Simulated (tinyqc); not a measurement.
# Threshold-voltage variability of a planar MOSFET, analytic estimates, step by step

Computed by the program tinyqc: `OMP_NUM_THREADS=1 python tinyqc.py 2090097 2090098 out.jsonl`, one thread of a shared Intel Xeon 2.30GHz, about 0.01 s for the whole run. Printed values are rounded.

Three independent sources add in quadrature: random dopants in the depleted layer, metal-gate grains of two orientations, and roughness of the two gate edges acting through the roll-off VT = VT(long) - Vr exp(-L/l). These are first-order estimates: no three-dimensional electrostatics, no percolation.

Parameters, values chosen for the exercise; material values those of a made-up semiconductor:
- T = 250 K (temperature)
- Eg = 1.08 eV (band gap)
- eps_r = 10.8 (relative permittivity of the semiconductor)
- Nc = 1.76e19 cm^-3 (conduction-band density of states at T)
- Nv = 1.84e19 cm^-3 (valence-band density of states at T)
- Na = 3.7e18 cm^-3 (channel doping)
- ti = 1.3 nm (oxide-equivalent thickness in inversion)
- L = 32 nm (gate length)
- W = 140 nm (gate width)
- G = 10 nm (metal grain size)
- dW = 0.3 eV (work-function difference of the two grain orientations)
- p = 0.3 (share of the orientation of higher work function)
- De = 1 nm (rms roughness of one gate edge)
- La = 20 nm (correlation length of the roughness)
- l = 6.4 nm (decay length of the threshold roll-off)
- Vr = 2 V (prefactor of the roll-off)
- n = 1.44 (subthreshold factor)
- gI = 25 1/V (gm/I of a matched pair)
- sb = 2.9 % (spread of the gain factor of one device)
- Nb = 268435456 (number of cells)
- Y = 0.85 (wanted yield)

Constants: q = 1.602176634e-19 C, kB = 1.380649e-23 J/K, Vt = kB T/q, eps0 = 8.8541878128e-14 F/cm where lengths are in cm. Results are converted to the units shown.

Range of the model: gI s exceeds 0.2, so the linear formula for the current mismatch is only a rough guide.

## Random dopants

ni = sqrt(Nc Nv) exp(-Eg/(2 Vt)), Eg in volts; Cox = 3.9 eps0/ti; Wd = sqrt(4 eps0 eps_r Vt ln(Na/ni)/(q Na)); dopants: s1 = (q/Cox) sqrt(Na Wd/(3 L W)). The slope A1 = s1 sqrt(L W); mean number of dopants Na L W Wd.

Cox = 2.656256 uF/cm^2
Wd = 18.06768 nm
mean number of dopants = 299.4898
A1 = 0.9003924 mV um
s1 = 13.45218 mV

Counting alone, 1/sqrt(N) of the depletion voltage q Na Wd/Cox = 403 mV, would give sqrt(3) times more: dopants deep in the layer act less on the surface.

## Metal grains and edge roughness

Grains: Ng = L W/G^2 (at least 1), s2 = dW sqrt(p (1 - p)/Ng). Edges, with exponential correlation and u = W/La: the mean gate length has sL^2 = 2 De^2 (2/u)[1 - (1 - exp(-u))/u]; s3 = sL (Vr/l) exp(-L/l).

Ng = 44.8
s2 = 20.53960 mV
sL = 0.6999074 nm
dVT/dL = 2.105608 mV/nm
s3 = 1.473731 mV

## Total spread, mismatch and leakage

s = sqrt(s1^2 + s2^2 + s3^2). For a pair: s(dVT) = sqrt(2) s; current mismatch sqrt(2) sqrt((gI s)^2 + sb^2); input offset = current mismatch/gI. For a Gaussian VT the off current is log-normal with mean/median = exp(s^2/(2 (n Vt)^2)).

s = 24.59691 mV
s(dVT) = 34.78529 mV
current mismatch = 87.05988 %
input offset = 34.82395 mV
mean/median of Ioff = 1.369336

The grains give 69.7 % of the variance; without them s would be 13.5 mV. A current mismatch this large is beyond the linear estimate.

## Iteration 1: margin in standard deviations for the wanted yield

k at the start = 3

Cells fail independently with probability Q(k) = erfc(k/sqrt(2))/2 when the margin is k standard deviations, and Y = exp(-Nb Q(k)). phi = exp(-k^2/2)/sqrt(2 pi). Newton steps on ln Q(k) = ln(-ln(Y)/Nb): k(new) = k + [ln Q - ln(-ln(Y)/Nb)] Q/phi.

Q(k) = 0.001349898
phi = 0.004431848
k after iteration 1 = 7.452305

## Iteration 2: margin in standard deviations for the wanted yield

As before.

Q(k) = 4.586178e-14
phi = 3.477261e-13
k after iteration 2 = 6.200919

## Course of the iteration: margin in standard deviations for the wanted yield

Stop when k changes by less than 1e-9, or after 30 iterations.

Course of the iteration:

| iteration | k | \|change\| |
|---|---|---|
| 1 | 7.452305 | 4.45 |
| 2 | 6.200919 | 1.25 |
| 3 | 6.079946 | 0.121 |
| 4 | 6.078799 | 1.15e-3 |
| 5 | 6.078799 | 1.03e-7 |
| 6 | 6.078799 | < 1e-12 |

Converged in 6 iterations. At the end the number of correct digits about doubles with each step. With s(dVT) = 34.8 mV, 6.08 standard deviations are 211 mV.
